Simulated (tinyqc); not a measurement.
From a target level to the width: type-II superlattice in the two-band Kane model. Three cases, with inputs chosen for the exercise.

Problem. Which width a puts the bottom of C1 at the energy below?

Motion along the axis, period d = a + b, c = hbar^2/2m0. Conduction and light-hole bands couple: (E - Ec)(E - Ev) = Ep c k^2 in each layer, with mass m(E) = (E - Ev)/Ep, which may be negative. The conduction envelope psi and psi'/m(E) are continuous; a layer carries them by [[cos kt, (m/k) sin kt], [-(k/m) sin kt, cos kt]] (cosh and sinh for k^2 < 0), and cos(q d) = tr(M_B M_A)/2. C1 is the first miniband above EvB, with its bottom at tr/2 = +1 and its top at -1; the gap is the bottom of C1 less the top heavy-hole level HH1.

Constants: hbar^2/2m0 = 3.80998211 eV angstrom^2.

Find: k in A; kappa in B; a.

Method. At q = 0 the state is even in both layers: (k/m_A) tan(k a/2) = (kappa/m_B) tanh(kappa b/2) with the masses at that energy; the first branch of the arctangent gives a.

Case 1.

Values chosen (near those of an InAs/GaSb superlattice; shifted at random, so the results belong to these values and not to a real crystal): b = 45 angstrom (layer B); EcA = 0 eV (conduction edge of A); EvA = -0.415 eV (valence edge of A); EcB = 0.945 eV (conduction edge of B); EvB = 0.136 eV (valence edge of B); EpA = 14.4 eV (coupling energy in A); EpB = 18.3 eV (coupling energy in B).

bottom of C1 = 0.431419 eV

Solution.

k in A = 0.08158 1/angstrom
kappa in B = 0.04665 1/angstrom
a = 25.0 angstrom

Case 2.

Values chosen (near those of an InAs/GaSb superlattice; shifted at random, so the results belong to these values and not to a real crystal): b = 24 angstrom (layer B); EcA = 0 eV (conduction edge of A); EvA = -0.412 eV (valence edge of A); EcB = 0.928 eV (conduction edge of B); EvB = 0.119 eV (valence edge of B); EpA = 14.1 eV (coupling energy in A); EpB = 18.3 eV (coupling energy in B).

bottom of C1 = 0.240218 eV

Solution.

k in A = 0.05400 1/angstrom
kappa in B = 0.03458 1/angstrom
a = 39.0 angstrom

Case 3.

Values chosen (near those of an InAs/GaSb superlattice; shifted at random, so the results belong to these values and not to a real crystal): b = 51 angstrom (layer B); EcA = 0 eV (conduction edge of A); EvA = -0.417 eV (valence edge of A); EcB = 0.93 eV (conduction edge of B); EvB = 0.115 eV (valence edge of B); EpA = 14.1 eV (coupling energy in A); EpB = 17.7 eV (coupling energy in B).

bottom of C1 = 0.275352 eV

Solution.

k in A = 0.05957 1/angstrom
kappa in B = 0.03945 1/angstrom
a = 41.0 angstrom

Computed by tinyqc, one run a case: `OMP_NUM_THREADS=1 python tinyqc.py N N+1 out.jsonl` with N = 1251033, 1251109, 1251212; one thread of a shared Intel(R) Xeon(R) Processor @ 2.30GHz, about 0.05 s a run at most.
